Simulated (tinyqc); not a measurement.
Resistance of a tapered via with liner, size effect and interface: one step of the calculation.

A round via whose diameter grows from db at the bottom as D(z) = db + 2 z/tan(ang). The fill, of diameter D - 2 tl, starts above the bottom liner (thickness fb tl) and has rho = rho0 (1 + ks lam/(D - 2 tl)); the sidewall liner conducts in parallel with it. The bottom liner and the interface are crossed over the full area pi db^2/4. Spreading in the lines above and below is left out.

Question. Total resistance. R_fill = sum of the slices; R_bottom = rl fb tl/(pi db^2/4); R_interface = ri/(pi db^2/4); ballistic (Sharvin) limit 1/(Sb pi (db - 2 tl)^2/4); ideal cylinder rho0 hv/(pi db^2/4).

Parameters, values chosen for the exercise; fill metal close to tungsten: diameter at the bottom db = 23 nm; height hv = 37 nm; bulk resistivity of the fill rho0 = 5.38 uohm cm; liner on the sidewall tl = 2 nm; liner at the bottom over that on the sidewall fb = 0.5; resistivity of the liner rl = 270 uohm cm; interface resistivity at the bottom ri = 4.4e-12 ohm cm^2; ballistic conductance per area, about 3/(4 rho0 lam) Sb = 9.1e14 S/m^2.

| slice | slice resistance (ohm) |
|---|---|
| 0 | 1.1328109 |
| 1 | 1.0813850 |
| 2 | 1.0332825 |
| 3 | 0.98822888 |
| 4 | 0.94597712 |
| 5 | 0.90630430 |
| 6 | 0.86900889 |
| 7 | 0.83390837 |
| 8 | 0.80083716 |
| 9 | 0.76964475 |

Wanted: parts; R; shares; ballistic limit; ideal cylinder.

Answer.

parts (ohm): fill 9.361, bottom liner 6.499, interface 1.059
R = 16.92 ohm
shares (%): fill 55.33, bottom liner 38.41, interface 6.26
ballistic limit = 3.876 ohm
ideal cylinder = 4.791 ohm

The fill is the largest part, and R is 3.53 times the ideal cylinder. With 2000 slices R = 16.920 ohm.

Program tinyqc, `OMP_NUM_THREADS=1 python tinyqc.py 2750172 2750173 out.jsonl`; Intel Xeon 2.30GHz, shared host, one thread, about 0.01 s.
